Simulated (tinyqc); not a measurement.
## Polarisation charge from two barrier thicknesses

Problem. VT = phiB - dEc - q sigma d/(eps0 eps_r). Find sigma, phiB - dEc and the thickness at which VT = 0.

Values chosen for this exercise:
- eps_r = 9.5 (relative permittivity of barrier and channel)

Constants: q = 1.602176634e-19 C, eps0 = 8.8541878128e-14 F/cm where lengths are in cm. Results are converted to the units shown.

VT for d = 20 and 30 nm (V): [-5.6858149, -8.9310523]

Solution. VT is linear in d.

sigma = 1.70e13 cm^-2
phiB - dEc = 0.805 V
thickness for VT = 0 = 2.48 nm

tinyqc, about 0.03 s, one thread, Intel Xeon 2.30GHz (shared host): `OMP_NUM_THREADS=1 python tinyqc.py 2570075 2570076 out.jsonl`
